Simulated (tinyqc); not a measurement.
Inside a calculation. Model: electron mobility of a polar semiconductor by Rode's iterative solution of the Boltzmann equation. Computed by tinyqc, a small Python program that keeps every step. Command: `OMP_NUM_THREADS=1 python tinyqc.py 3007995 3007996 out.jsonl rode walk`. One thread of a shared host (Intel(R) Xeon(R) Processor @ 2.30GHz), about 0.01 s of CPU time with the checks. Intermediate numbers are printed to about 6 digits and carried at full precision; extremes and crossings named in words are read from the listed rows.

The distribution is f(E) + e F l(E) (-df/dE) cos(theta) for a weak field F, theta counted from the force; l(E) is a mean free path. Elastic processes enter by their momentum rate, polar optical phonons by out- and in-scattering terms. One valley only: where upper valleys lie close, measured mobilities are lower. The density n is prescribed, even where a narrow-gap material would have more intrinsic carriers.

Inputs (values chosen for the exercise, for a model polar semiconductor): effective mass m = 0.25 m_0; non-parabolicity alpha = 0.12 1/eV; static permittivity eps_s = 11.9; high-frequency permittivity eps_inf = 5.91; density rho = 6950 kg/m^3; sound velocity v_l = 8740 m/s; acoustic deformation potential D_A = 9.9 eV; optical phonon energy hbar w = 19.9 meV; electron density n = 1.7e+14 1/cm^3; compensation ratio C = 0; temperature T = 100 K; grid points per phonon energy s = 6; iteration cap = 200.

Band: Kane. Elastic processes: acoustic, impurity.

Constants: k_B = 8.617333262e-05 eV/K; m_0 = 9.1093837015e-31 kg; e = 1.602176634e-19 C; hbar = 1.054571817e-34 J s; eps_0 = 8.8541878128e-12 F/m; k_B = 1.380649e-23 J/K; hbar = 6.582119569e-16 eV s.

## Fermi level and screening

Kane band: hbar^2 k^2/(2 m) = E (1 + alpha E), speed v = hbar k/(m (1 + 2 alpha E)), states per spin, volume and energy g(E) = m k (1 + 2 alpha E)/(2 pi^2 hbar^2); overlap factors are set to 1. Masses are multiplied by m_0 and all formulas are in SI units. The reduced Fermi level eta = E_F/(k_B T) solves n = 2 Z int g f dE with f = 1/(1 + exp(x - eta)) (Z = 1 unless valleys are given); screening length L_s = sqrt(eps_s eps_0 k_B T/(e^2 dn/deta)), dn/deta = 2 Z int g f (1 - f) dE. Integrals over x = E/(k_B T) use 160 Gauss-Legendre points in u = sqrt(x) from 0 to sqrt(max(eta, 0) + 32). N_I = n (1 + C)/(1 - C).

reduced Fermi level eta = -8.17876

screening length L_s = 182.590 nm

ionised impurity density N_I = 1.70e+14 1/cm^3

## Rates on one ladder of the grid

Phonon occupation N_q = 1/(exp(hbar w/(k_B T)) - 1). Acoustic deformation potential (elastic, equipartition, absorption and emission together): 1/tau = 2 pi k_B T D_A^2 g(E)/(hbar rho v_l^2). Singly charged impurities, momentum relaxation: 1/tau = N_I e^4 m (1 + 2 alpha E) Phi/(8 pi (eps_s eps_0)^2 hbar^3 k^3), with alpha = 0 for a parabolic band. Brooks-Herring: Phi = ln(1 + b) - b/(1 + b), b = 4 k^2 L_s^2. Polar optical, unscreened: W = e^2 w (1/eps_inf - 1/eps_s) m (1 + 2 alpha E') ln|(k + k')/(k - k')| / (4 pi eps_0 hbar^2 k), times N_q for absorption (E' = E + hbar w) and N_q + 1 for emission (E' = E - hbar w > 0), with alpha = 0 for a parabolic band; mean cosine of the angle <cos> = (k^2 + k'^2)/(2 k k') - 1/ln|(k + k')/(k - k')|. Energy grid E_j = (j + 1/2) hbar w/s, j = 0, 1, ..., up to (max(eta, 0) + 18) k_B T, so that E_j +/- hbar w are grid points; l = 0 beyond the grid; integrals are sums times the spacing. With f' = f(E'): out-scattering S_o = sum over absorption and emission of W (1 - f')/(1 - f); nu = sum of elastic rates; the in-scattering weights are c+ = W_abs <cos> (1 - f')/(1 - f) for E' = E + hbar w and c- likewise for emission.

Points j = s/2, s/2 + s, ... (the first seven rungs, or as many as the grid holds), rates in 1e12/s:
```
E (meV)  v (m/s)        nu      S_o       c+       c-
11.608    127537  0.142533   6.8820  2.86706   0.0000
31.508    209371  0.193289  48.0621  3.47222  17.4135
51.408    266491  0.242388  54.9244  3.58956  27.2047
71.308    312757  0.285022  55.2789  3.59517  30.5032
91.208    352478  0.323192  54.4068  3.56456  31.8156
111.108   387682  0.358189  53.2556  3.52118  32.3242
131.008   419515  0.390820  52.0809  3.47390  32.4565
```

Points one phonon energy apart are coupled only to each other, so the grid falls into s independent ladders.

## The first two iterations on one ladder of the grid

Iteration: l_new(E) = [v(E) + c+ l(E + hbar w) + c- l(E - hbar w)]/(nu + S_o), from l = 0.

l after iteration 1 (nm): [18.1559, 4.3388, 4.8306, 5.6288, 6.4403, 7.2310, 7.9951]

l after iteration 2 (all rungs but the last shown) (nm): [19.9268, 11.2382, 7.3365, 8.6974, 10.1834, 11.6390]

In-scattering lengthens l on the lowest rung by 9.8 % and on the second by 159.0 % in this step.

## The whole iteration

mu = e sum g v l f (1 - f) / (3 k_B T sum g f) over the grid; stop when mu changes by less than 1e-8 of itself.

Course of the iteration:
```
iteration  mu (cm^2/(V s))  relative change
1                  604.698      1.00000e+00
2                  725.230      1.66198e-01
3                  820.341      1.15941e-01
4                  841.823      2.55190e-02
5                  860.174      2.13333e-02
6                  864.322      4.79997e-03
7                  868.080      4.32877e-03
...                    ...              ...
18                 870.160      4.67864e-07
19                 870.160      5.01998e-07
20                 870.160      1.05934e-07
21                 870.160      1.15155e-07
22                 870.160      2.41823e-08
23                 870.160      2.65761e-08
24                 870.160      5.55817e-09
```

mobility mu = 870.160 cm^2/(V s)

iterations = 24

Converged in 24 iterations; mu rises at every step, from 604.7 to 870.2, since each step returns more of the forward-scattered current.

## Approximations against the iterative solution

Self-energy RTA: l = v/(nu + S_o), the first iteration. Momentum RTA: l = v/(nu + S_o - c+ v(E + hbar w)/v - c- v(E - hbar w)/v), listed only where the denominator is positive on the whole grid. The polar-only value solves the same system with nu = 0; the elastic value takes l = v/nu.

Mobilities:
```
method                              mu (cm^2/(V s))  deviation (%)
iterative solution                            870.2           0.00
self-energy RTA                               604.7         -30.51
momentum RTA                                 1700.5          95.43
polar phonons alone, exact                    893.6           2.69
elastic processes alone                     40710.8        4578.55
Matthiessen's rule on the last two            874.4           0.49
```

self-energy RTA mobility = 604.698 cm^2/(V s)

polar-phonon mobility = 893.593 cm^2/(V s)

elastic mobility = 40710.8 cm^2/(V s)

error of the self-energy RTA = -30.5073 %

The self-energy RTA is 30.5 % low: it counts every polar event as a full loss of current, though forward events keep part of it. Here hbar w/k_B T = 2.31. Matthiessen's rule is 0.5 % high. The momentum RTA deviates by +95.4 %.

Checks made by the program: iterated mobility against a direct solution of the banded linear system (relative difference 1e-08).
